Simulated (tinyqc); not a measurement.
# Joule-heated wire on a substrate, fin equation, step by step

Program tinyqc, `OMP_NUM_THREADS=1 python tinyqc.py 2520031 2520032 out.jsonl`; Intel Xeon 2.30GHz, shared host, one thread, about 0.01 s. Printed values are rounded.

A wire of length L loses heat along itself to two contacts and sideways to the substrate: kap A theta'' - g theta + p = 0 with theta = T - T0 and p(x) = p0 exp(-((x/L - x0)/sg)^2/2). The ends are held at T0. Constant conductivity, diffusive heat flow.

Inputs (values chosen for the exercise): temperature of substrate and contacts T0 = 300 K; conductivity along the wire kap = 23 W/(m K); cross-section A = 69 nm^2; conductance per length to the substrate g = 0.69 W/(m K); length between the contacts L = 280 nm; thermal resistance of each contact Rc = 0 K/uW; peak heating per length p0 = 0.14 uW/nm; place of the hot spot as a share of L x0 = 0.7; width of the hot spot as a share of L sg = 0.06.

## Healing length

LH = sqrt(kap A/g); far from the contacts uniform heating p0 would give theta = p0/g.

LH = 47.9583 nm
L/LH = 5.83840
p0/g = 202.899 K

## The tridiagonal system

Nodes x_i = i h, h = L/8; box widths w_i = h (h/2 at the ends); c = kap A/h; equation of node i: -c theta_(i-1) + d_i theta_i - c theta_(i+1) = b_i with d_i = 2 c + g w_i, b_i = p(x_i) w_i; theta = 0 at the end nodes.

c = 0.0453429 uW/K

```
node  d (uW/K)       b (uW)
1     0.114836  5.58899e-20
2     0.114836  2.98995e-12
3     0.114836   2.08466e-6
4     0.114836    0.0189430
5     0.114836      2.24338
6     0.114836      3.46258
7     0.114836    0.0696525
```

## Temperature rise

Solve -c theta_(i-1) + d_i theta_i - c theta_(i+1) = b_i for nodes 1 to 7, with theta = 0 at nodes 0 and 8.

theta, node 0 to 8 (K): 0.0000  2.3917  6.0571  12.9487  26.7368  54.3475  61.4280  24.8614  0.0000

The hottest node is 6, at 61.43 K above T0; a mesh of 800 steps gives a peak of 65.93 K, so the coarse value is 6.8 % below it. On the fine mesh 79.8 % of the heat leaves through the substrate and the rest through the contacts.
